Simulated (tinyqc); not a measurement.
Resistance of a tapered via with liner, size effect and interface: two fill metals against the diameter.

A round via whose diameter grows from db at the bottom as D(z) = db + 2 z/tan(ang). The fill, of diameter D - 2 tl, starts above the bottom liner (thickness fb tl) and has rho = rho0 (1 + ks lam/(D - 2 tl)); the sidewall liner conducts in parallel with it. The bottom liner and the interface are crossed over the full area pi db^2/4. Spreading in the lines above and below is left out.

Slices between z0 = fb tl and hv, evaluated at their midpoints: conductance per length pi/4 [(D - 2 tl)^2/rho + (D^2 - (D - 2 tl)^2)/rl], slice resistance = slice height over that. 2000 slices. R_fill = sum of the slices; R_bottom = rl fb tl/(pi db^2/4); R_interface = ri/(pi db^2/4). The second fill has rho2, lam2 and tl2 in place of rho0, lam and tl.

Parameters, values chosen for the exercise; fill metal close to copper: height hv = 78 nm; sidewall angle ang = 87 degrees; bulk resistivity of the fill rho0 = 1.72 uohm cm; mean free path of the fill lam = 40 nm; size-effect factor ks = 1; liner on the sidewall tl = 3 nm; liner at the bottom over that on the sidewall fb = 0.5; resistivity of the liner rl = 410 uohm cm; interface resistivity at the bottom ri = 3.2e-12 ohm cm^2; ballistic conductance per area, about 3/(4 rho0 lam) Sb = 1.1e15 S/m^2; bulk resistivity of the second fill (close to cobalt) rho2 = 6.1 uohm cm; its mean free path lam2 = 11.9 nm; its liner tl2 = 1.3 nm.

Two fill metals against the diameter:
```
db (nm)  R, first fill (ohm)  R, second fill (ohm)  ratio second/first
8.5                    592.9                 220.9              0.3726
12                     160.5                 96.41              0.6006
17                     58.02                 43.71              0.7533
24                     24.32                 20.52              0.8435
35                     10.15                 9.149              0.9015
49                     4.835                 4.508              0.9324
70                     2.255                 2.149              0.9527
100                    1.069                 1.032              0.9654
```

The ratio goes from 0.373 to 0.965. The second fill gives the lower R in every row. Ratios within a few per cent of 1 are a tie, given that ballistic terms are left out.

Program tinyqc, `OMP_NUM_THREADS=1 python tinyqc.py 2750169 2750170 out.jsonl`; Intel Xeon 2.30GHz, shared host, one thread, about 0.01 s.
